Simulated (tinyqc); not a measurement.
Capacitance of parallel on-chip lines from Laplace's equation on a mesh: one step of the calculation.

Cross-section of an endless row of equal lines between two grounded planes; neighbours are driven in antiphase (+1 V and -1 V), so the plane midway between two lines is at 0 V. By symmetry one quarter is solved: x runs from the centre of a line (column 0, mirror) to that midplane (column 5, 0 V), y from the mid-height of the line (row 0, mirror) to the ground plane (row 5, 0 V). The line fills columns 0 to 2 and rows 0 to 2 at 1 V. Cells beside the line (below row 2) have e2, cells above have e1. Each link between nodes has the conductance g = mean permittivity of the two cells beside it (a cell beyond a mirror counts as 0), and the free nodes obey sum g (V_neighbour - V) = 0.

Task. Relaxation sweep. One sweep visits the free nodes row by row from row 0, left to right, and replaces V by V + om (weighted mean of the neighbours - V), using new values at once.

Values chosen for this exercise:
```
symbol,value,unit,meaning
om,1.4,,over-relaxation factor
```

V after sweep 1 (V):
```
,col 0,col 1,col 2,col 3,col 4,col 5
row 0,1.0000000,1.0000000,1.0000000,0.3500000,0.1225000,0.0000000
row 1,1.0000000,1.0000000,1.0000000,0.4725000,0.2082500,0.0000000
row 2,1.0000000,1.0000000,1.0000000,0.5092500,0.2484255,0.0000000
row 3,0.3500000,0.4725000,0.5153750,0.3586187,0.2124655,0.0000000
row 4,0.1225000,0.2082500,0.2532687,0.2141606,0.1493191,0.0000000
row 5,0.0000000,0.0000000,0.0000000,0.0000000,0.0000000,0.0000000
```

gx:
```
,col 0,col 1,col 2,col 3,col 4
row 0,1.95,1.95,1.95,1.95,1.95
row 1,3.9,3.9,3.9,3.9,3.9
row 2,4.05,4.05,4.05,4.05,4.05
row 3,4.2,4.2,4.2,4.2,4.2
row 4,4.2,4.2,4.2,4.2,4.2
row 5,2.1,2.1,2.1,2.1,2.1
```

gy:
```
,col 0,col 1,col 2,col 3,col 4,col 5
row 0,1.95,3.9,3.9,3.9,3.9,1.95
row 1,1.95,3.9,3.9,3.9,3.9,1.95
row 2,2.1,4.2,4.2,4.2,4.2,2.1
row 3,2.1,4.2,4.2,4.2,4.2,2.1
row 4,2.1,4.2,4.2,4.2,4.2,2.1
```

Find: V after sweep 2.

Result.

V after sweep 2 (V):
```
,col 0,col 1,col 2,col 3,col 4,col 5
row 0,1.0000,1.0000,1.0000,0.5836,0.3010,0.0000
row 1,1.0000,1.0000,1.0000,0.6164,0.3248,0.0000
row 2,1.0000,1.0000,1.0000,0.5712,0.2871,0.0000
row 3,0.5836,0.6185,0.5745,0.4069,0.2102,0.0000
row 4,0.3010,0.3272,0.2892,0.2102,0.0874,0.0000
row 5,0.0000,0.0000,0.0000,0.0000,0.0000,0.0000
```

Computed by the program tinyqc: `OMP_NUM_THREADS=1 python tinyqc.py 2790131 2790132 out.jsonl`, one thread of a shared Intel Xeon 2.30GHz, about 0.8 s for the whole run.
